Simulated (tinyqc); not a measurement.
# Six-transistor SRAM cell, nodal equations and margins: what changes with what

Two cross-coupled inverters (pull-down bn, pull-up bp) hold the nodes Q and QB; access transistors (ba, threshold VTn, gate on the word line at Vdd when selected) join them to the bit lines. Transistor (EKV form, voltages against the body): I = 2 n b Vt^2 [F(vp - Vs) - F(vp - Vd)] from drain to source, F(v) = ln^2(1 + exp(v/(2 Vt))), vp = (Vg - VT + sg |Vd - Vs|)/n. n-channel bodies are at 0; for the p-channel device all voltages are counted down from Vdd. b in uA/V^2 gives I in uA. For an access transistor the bit line is the drain and the node the source. In a read both bit lines are at Vdd. The cell is symmetric (no mismatch).

Values chosen for this exercise:
```
symbol,value,unit,meaning
T,293,K,temperature
Vdd,0.9,V,supply voltage
n,1.19,,slope factor
sg,0.024,,drain-induced barrier lowering
VTn,0.36,V,n-channel threshold
VTp,0.45,V,p-channel threshold (magnitude)
bn,160,uA/V^2,gain factor of the pull-down transistor
ba,110,uA/V^2,gain factor of the access transistor
bp,81,uA/V^2,gain factor of the pull-up transistor
```

Constants: q = 1.602176634e-19 C, kB = 1.380649e-23 J/K, Vt = kB T/q. Results are converted to the units shown.

Each table varies one quantity; the others keep the values above.

## Effect of the n-channel threshold

f(x) is the node voltage of one half-cell for input x: In = Ip in hold, In = Ip + Ia in a read. Static noise margin: side of the largest square between the curve (x, f(x)) and its mirror image (f(y), y); with h(c) the root x of f(x) - x = c, it is the maximum over c > 0 of h(c) - h(-c) + c. Q is the low node in a read and Iread the current of its access transistor. The write trip is the voltage to which the bit line of the high node must fall (the other staying at Vdd) for that state to vanish; higher is easier, and a negative value means that a grounded bit line does not write.

Results:
```
VTn (V)  hold margin (mV)  read margin (mV)  Q in a read (mV)  Iread (uA)  write trip (mV)
0.2                 287.9             100.2             141.5       13.97            408.0
0.26                319.4             136.8             129.8       11.74            348.9
0.32                349.3             170.2             118.3       9.696            293.6
0.44                396.3             220.4             95.46       6.186            186.8
0.5                 402.7             236.4             84.13       4.726            135.4
```

Estimate the missing row, VTn = 0.38 V.

Computed row:
```
VTn (V)  hold margin (mV)  read margin (mV)  Q in a read (mV)  Iread (uA)  write trip (mV)
0.38                376.2             198.7             106.9       7.843            239.6
```

With this row back in the table: As VTn goes from 0.2 to 0.5 V, the read margin rises from 100 to 236 mV, the write trip falls from 408 to 135 mV and Iread falls from 14.0 to 4.73 uA. The read margin is 0.35 of the hold margin in the first row and 0.59 in the last. Read stability and write ability pull in opposite directions.

## Effect of the supply voltage

Same model as above.

Result of one run:
```
Vdd (V)  hold margin (mV)  read margin (mV)  Q in a read (mV)  Iread (uA)  write trip (mV)
0.5                 187.2             91.52             35.72      0.6409            141.9
```

What becomes of these results when the supply voltage Vdd is changed from 0.5 to 0.85 V, all else the same?

Result of the changed run:
```
Vdd (V)  hold margin (mV)  read margin (mV)  Q in a read (mV)  Iread (uA)  write trip (mV)
0.85                347.6             180.2             100.7       6.965            240.6
```

The whole series:
```
Vdd (V)  hold margin (mV)  read margin (mV)  Q in a read (mV)  Iread (uA)  write trip (mV)
0.4                 138.9             63.97             23.56      0.1301            128.1
0.5                 187.2             91.52             35.72      0.6409            141.9
0.6                 235.1             119.1             52.44       1.725            164.1
0.7                 281.9             145.6             71.26       3.393            192.4
0.85                347.6             180.2             100.7       6.965            240.6
1                   404.7             206.7             130.6       11.81            291.8
```

As Vdd goes from 0.4 to 1 V, the read margin rises from 64.0 to 207 mV, the write trip rises from 128 to 292 mV and Iread rises from 0.130 to 11.8 uA. The read margin is 0.46 of the hold margin in the first row and 0.51 in the last. For Vdd = 0.4 to 0.5 V the read margin is under 100 mV, which threshold mismatch, left out here, can use up in a large array.

Computed by the program tinyqc: `OMP_NUM_THREADS=1 python tinyqc.py 2340016 2340017 out.jsonl`, one thread of a shared Intel Xeon 2.30GHz, about 0.1 s for the whole run.
